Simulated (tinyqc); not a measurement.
Inside a calculation: configuration-coordinate model of carrier capture at a defect. Values are carried at full precision from step to step, so a last printed digit may differ when a step is redone from the rounded ones.

Two parabolas of equal curvature k in one coordinate Q: with the carrier free at the band edge, U_f = k Q^2/2; with the carrier trapped, U_t = k (Q - dQ)^2/2 - ET. ER = k dQ^2/2, Huang-Rhys factor S = ER/hw, hw = 0.0646541 sqrt(k/M) eV for k in eV/angstrom^2 and M in u. The curves cross at a height Eb = (ER - ET)^2/(4 ER) above the free minimum.

Constants: kB = 8.617333262e-05 eV/K.

Parameters, chosen for this exercise (of the size met at a DX centre in AlGaAs; not measured data): ET = 0.18 eV (thermal depth of the level below the band edge); ER = 0.71 eV (relaxation energy); hw = 0.011 eV (phonon energy of the mode); M = 28 u (mass of the mode); T = 400 K (temperature); nu = 1e+13 1/s (attempt rate).

## The two parabolas

Form S, k, dQ, the crossing point Qc = (ER - ET)/(k dQ), Eb, and the emission barrier Eb + ET.

S = 64.545
k = 0.8105 eV/angstrom^2
dQ = 1.3236 angstrom
Qc = 0.4940 angstrom

barriers (eV): capture 0.0989, emission 0.2789

ER > ET: the crossing lies between the two minima (large relaxation); at Q = 0 the trapped level lies above the band edge.

## Optical transitions

Vertical ionisation from the trapped minimum costs ET + ER; vertical capture from the free minimum releases ET - ER (none if negative); the band has a standard deviation sqrt(S hw^2 coth(hw/2kT)) with S = ER/hw, and a full width 2.35482 times that.

energies (eV): ionisation peak 0.890, zero-phonon 0.180, emission peak -0.530

coth(hw/2kT) = 6.3202
standard deviation = 0.2222 eV
full width = 0.5232 eV

Vertical capture would need energy: there is no luminescence peak (at most a tail of the broadened line), and a carrier freed by light must cross the barrier Eb to return, here only 0.099 eV. The optical peak exceeds the thermal depth by a factor 4.94.

## The multiphonon factor

Multiphonon factor for giving p = ET/hw phonons to the lattice: W = exp(-S (2 nb + 1)) ((nb + 1)/nb)^(p/2) I_p(x), nb = 1/(exp(hw/kT) - 1), x = 2 S sqrt(nb (nb + 1)), I_p the modified Bessel function. Classical limit: W = hw exp(-Eb/kT)/sqrt(4 pi ER kT). At T = 0: exp(-S) S^p/Gamma(p + 1).

Form p, nb, x and ln W, the classical ln W, and the capture time 1/(nu W).

p, nb, x: 16.3636  2.6601  402.8047

ln W: quantum -6.778, classical -6.790

capture time = 8.78e-11 s

The quantum factor is 1.01 times the classical one at kT/hw = 3.13: the two agree.

## Emission by detailed balance

For equal degeneracies and one band-edge state, emission time = capture time x exp(ET/kT).

ET/kT = 5.222
log10 of the emission time in s = -7.79

## Checks

- Ln W for the nearest whole p against the double Poisson sum over emitted and absorbed phonons: both -6.82159.

Run: tinyqc, `OMP_NUM_THREADS=1 python tinyqc.py 1452442 1452443 out.jsonl`; Intel(R) Xeon(R) Processor @ 2.30GHz, one thread, shared host; about 0.01 s of CPU time with all checks.
